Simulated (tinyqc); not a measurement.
# Counting rate against photon rate

True rate n = nph PDP (dark counts neglected); measured n/(1 + n td) for a non-paralysable detector, n exp(-n td) for a paralysable one.

Inputs (values chosen for the exercise):
```
symbol  value  unit    meaning
td         20    ns  dead time
```

PDP = 0.205

Results:
```
nph (1/s),n td,non-paralysable (1/s),paralysable (1/s)
2.4e6,0.009840,4.872e5,4.872e5
5.6e6,0.02296,1.122e6,1.122e6
1.3e7,0.05330,2.530e6,2.527e6
3e7,0.1230,5.476e6,5.438e6
6.9e7,0.2829,1.103e7,1.066e7
1.6e8,0.6560,1.981e7,1.702e7
3.7e8,1.517,3.014e7,1.664e7
2e9,8.200,4.457e7,1.126e5
```

Estimate the missing row, nph = 8.5e8 1/s.

Computed row:
```
nph (1/s),n td,non-paralysable (1/s),paralysable (1/s)
8.5e8,3.485,3.885e7,5.341e6
```

With this row back in the table: The non-paralysable rate climbs towards 1/td = 5.00e7 1/s and reaches 0.891 of it. The paralysable rate goes from 4.87e5 through a maximum of 1.70e7 (at nph = 1.6e8 1/s among the rows listed) to 1.13e5 1/s; its true maximum, 1/(e td) = 1.84e7 1/s, lies at n td = 1, so a measured rate below that has two possible causes.

Numbers from tinyqc (`OMP_NUM_THREADS=1 python tinyqc.py 2630040 2630041 out.jsonl`; about 0.01 s on one thread of a shared Intel Xeon 2.30GHz).
